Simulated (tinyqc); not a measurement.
Trap density from two Hall measurements.

Problem. p-type body, charge-sheet picture, full ionisation (an idealisation for deep acceptors), Boltzmann statistics for free electrons. e = Ec - EF at the surface. psi = Eg - Vt ln(Nv/Na) - e; N_dep = sqrt(2 eps0 eps_r Na (psi - Vt)/q); n_f = sqrt(N_dep^2 + 2 eps0 eps_r Vt Nc exp(-e/Vt)/q) - N_dep; Vg = Vfb + psi + q (N_dep + n_t + n_f)/Cox, Cox = eps0 eox/tox. Find e and n_t at both points and the mean trap density between them.

Parameters, values chosen for the exercise; band and dielectric values close to those of 4H silicon carbide: temperature T = 300 K; band gap Eg = 3.21 eV; relative permittivity eps_r = 9.89; conduction-band density of states at T Nc = 1.67e19 cm^-3; valence-band density of states at T Nv = 2.46e19 cm^-3; relative permittivity of the insulator eox = 3.9; insulator thickness tox = 40 nm; acceptor density Na = 8.7e15 cm^-3; flat-band voltage without trapped charge Vfb = -2.12 V.

Constants: q = 1.602176634e-19 C, kB = 1.380649e-23 J/K, Vt = kB T/q, eps0 = 8.8541878128e-14 F/cm where lengths are in cm. Results are converted to the units shown.

Vg (V): [2.3320371, 3.3725017]
free sheet density from the Hall effect (cm^-2): [2.2196855e10, 3.3392434e11]

Answer. Each n_f fixes e; what the gate voltage holds beyond psi, N_dep and n_f is trapped; the difference quotient is the density, smeared over a few Vt.

e (eV): [0.137, 0.0600]
n_t (cm^-2): [3.12e11, 5.12e11]
mean trap density = 2.60e12 cm^-2 eV^-1

Program tinyqc, `OMP_NUM_THREADS=1 python tinyqc.py 2222219 2222220 out.jsonl`; Intel Xeon 2.30GHz, shared host, one thread, about 0.02 s.
